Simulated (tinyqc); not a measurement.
Electron density from the centroid.

Inverse problem. In the Fang-Howard model the centroid is 3/b with b^3 = 6 (mz1/C) q (Nd + 11 Ns/32)/(eps0 eps_r), C = hbar^2/(2 m0), the field in eV/nm. Find b and Ns.

Parameters, values chosen for the exercise; masses and permittivity close to those of silicon (100):
```
symbol   value   unit                                     meaning
eps_r     11.9                              relative permittivity
mz1      0.906     m0  mass along z of valley set A (2 valley(s))
Nd      8.3e11  cm^-2           sheet density of depletion charge
```

Constants: q = 1.602176634e-19 C, hbar = 1.054571817e-34 J s, m0 = 9.1093837015e-31 kg, eps0 = 8.8541878128e-14 F/cm where lengths are in cm, hbar^2/(2 m0) = 0.0380998212 eV nm^2. Results are converted to the units shown.

centroid = 1.4735705 nm

Answer. b = 3/centroid gives Nd + 11 Ns/32, from which the depletion charge is taken off.

b = 2.04 1/nm
Ns = 8.90e12 cm^-2

tinyqc, about 1 s, one thread, Intel Xeon 2.30GHz (shared host): `OMP_NUM_THREADS=1 python tinyqc.py 2160026 2160027 out.jsonl`
